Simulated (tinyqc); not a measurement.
Thermal resistances of a two-die stack.

Inverse problem. Heat leaves through the lower die only, and the system is linear. Find the resistance R1 from the lower die to the coolant, R2 between the dies, and the rise of the upper die when both are powered.

Parameters, values chosen for the exercise:
- P1 = 48 W (power of the lower die)
- P2 = 7.8 W (power of the upper die)

rises of the lower and upper die with only the lower one powered (K): [21.6, 21.6]
rises of the lower and upper die with only the upper one powered (K): [3.51, 6.24]

Solution. With only the lower die powered no heat crosses R2, so both dies rise by P1 R1; the difference in the second test is P2 R2; rises add.

R1 = 0.450 K/W
R2 = 0.350 K/W
rise of the upper die = 27.8 K

tinyqc, about 0.04 s, one thread, Intel Xeon 2.30GHz (shared host): `OMP_NUM_THREADS=1 python tinyqc.py 2162102 2162103 out.jsonl`
